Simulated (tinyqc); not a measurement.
What moves the results: conduction-band anticrossing with a localised impurity level. A value that a table varies takes the place of the one given here.

Host conduction band EM(k) = Eg - al x + c k^2/mM, c = hbar^2/2m0, coupled to a flat level EI by V = C sqrt(x): H = [[EM, V], [V, EI]], E+/- = (EM + EI)/2 +/- sqrt((EM - EI)^2/4 + V^2). The host weight of a state at E is f = 1/(1 + V^2/(E - EI)^2), and its mass at k = 0 is mM/f. The gap is E-(0), the valence top staying at 0.

Constants: hbar^2/2m0 = 3.80998211 eV angstrom^2.

Parameters, chosen for this exercise (host near GaAs; not measured data): Eg = 1.508 eV (gap at Gamma to the s-like level); mM = 0.0666 m0 (mass of the host band); EI = 1.722 eV (impurity level, from the valence top of the host); C = 2.63 eV (coupling); al = 0.7 eV (linear shift of the host edge); x = 0.0066 (impurity fraction); aM = 106 meV/GPa (pressure coefficient of the host edge); aI = 37 meV/GPa (pressure coefficient of the level).

## Impurity fraction

The last column is the bowing that a quadratic law would need at that x, (Eg - gap)/(x (1 - x)), with equal end gaps.

Results:

| x (%) | E- (eV) | E+ (eV) | gap (eV) | host weight of E- | mass of E- | bowing (eV) |
|---|---|---|---|---|---|---|
| 0.1 | 1.4789 | 1.7504 | 1.4789 | 0.895 | 0.0744 | 29.2 |
| 0.2 | 1.4548 | 1.7738 | 1.4548 | 0.838 | 0.0795 | 26.6 |
| 0.5 | 1.3978 | 1.8287 | 1.3978 | 0.752 | 0.0885 | 22.1 |
| 1.0 | 1.3262 | 1.8968 | 1.3262 | 0.694 | 0.0960 | 18.4 |
| 2.0 | 1.2190 | 1.9970 | 1.2190 | 0.647 | 0.1030 | 14.7 |
| 3.0 | 1.1341 | 2.0749 | 1.1341 | 0.625 | 0.1066 | 12.9 |
| 5.0 | 0.9964 | 2.1986 | 0.9964 | 0.604 | 0.1103 | 10.8 |
| 8.0 | 0.8310 | 2.3430 | 0.8310 | 0.589 | 0.1130 | 9.2 |

The apparent bowing falls from 29.2 to 9.2 eV, so no single constant describes the gap: the part from the coupling goes as x while V is small against |EM - EI| and as sqrt(x) beyond (V = |Eg - EI| near x = 0.66 %), with the linear term al x on top; the fall of the gap goes as the power 0.87 of x between the first two rows and 0.60 between the last two. The mass of E- goes from 0.0744 to 0.1130, higher although the gap falls, against the usual k.p trend; with al = 0 the weight tends to 1/2 at large x.

## Pressure

Eg and EI move linearly with pressure; V is kept. The slope of E- is f aM + (1 - f) aI.

Results:

| P (GPa) | EM (eV) | EI (eV) | E- (eV) | E+ (eV) | host weight of E- | slope of E- (meV/GPa) |
|---|---|---|---|---|---|---|
| 0 | 1.5034 | 1.7220 | 1.3727 | 1.8527 | 0.728 | 87.2 |
| 1 | 1.6094 | 1.7590 | 1.4578 | 1.9106 | 0.665 | 82.9 |
| 2 | 1.7154 | 1.7960 | 1.5383 | 1.9731 | 0.593 | 77.9 |
| 3 | 1.8214 | 1.8330 | 1.6134 | 2.0409 | 0.514 | 72.4 |
| 4 | 1.9274 | 1.8700 | 1.6831 | 2.1143 | 0.433 | 66.9 |
| 5 | 2.0334 | 1.9070 | 1.7474 | 2.1930 | 0.358 | 61.7 |
| 6 | 2.1394 | 1.9440 | 1.8068 | 2.2766 | 0.292 | 57.2 |
| 7 | 2.2454 | 1.9810 | 1.8619 | 2.3644 | 0.237 | 53.3 |
| 8 | 2.3514 | 2.0180 | 1.9137 | 2.4557 | 0.192 | 50.3 |

The unmixed levels cross at 3.17 GPa, where E+ - E- has its minimum 2V = 0.427 eV and the weights are 1/2. The slope of E- falls from 87 to 50 meV/GPa, between the limits aM = 106 and aI = 37, as the state turns impurity-like. The X valleys, which pass below the Gamma edge of the host at high pressure, are left out.

## What each parameter does

At k = 0. Each row changes one parameter from the base and keeps the others.

Results:

| case | E- (eV) | E+ (eV) | gap (eV) | mass (m0) |
|---|---|---|---|---|
| base | 1.3727 | 1.8527 | 1.3727 | 0.0915 |
| EI = 1.672 eV | 1.3580 | 1.8174 | 1.3580 | 0.0974 |
| al = 1.2 eV | 1.3703 | 1.8518 | 1.3703 | 0.0912 |
| Eg = 1.558 eV | 1.4080 | 1.8674 | 1.4080 | 0.0974 |
| C = 2.2355 eV | 1.4007 | 1.8247 | 1.4007 | 0.0879 |
| x = 0.00561 | 1.3879 | 1.8382 | 1.3879 | 0.0898 |
| mM = 0.07659 m0 | 1.3727 | 1.8527 | 1.3727 | 0.1052 |

The largest shifts from the base row, up to three for each result and ties (the steps differ in size, so this ranks the rows, not the parameters). E- (eV): Eg +0.0353, C +0.0280, x +0.0152; unchanged at the printed digits by mM. E+ (eV): EI -0.0353, C -0.0280, Eg +0.0147; unchanged at the printed digits by mM. gap (eV): Eg +0.0353, C +0.0280, x +0.0152; unchanged at the printed digits by mM. mass (m0): mM +0.0137, Eg +0.0059, EI +0.0059.

Run: tinyqc, `OMP_NUM_THREADS=1 python tinyqc.py 1050059 1050060 out.jsonl`; Intel(R) Xeon(R) Processor @ 2.30GHz, one thread, shared host; about 0.01 s of CPU time with all checks.
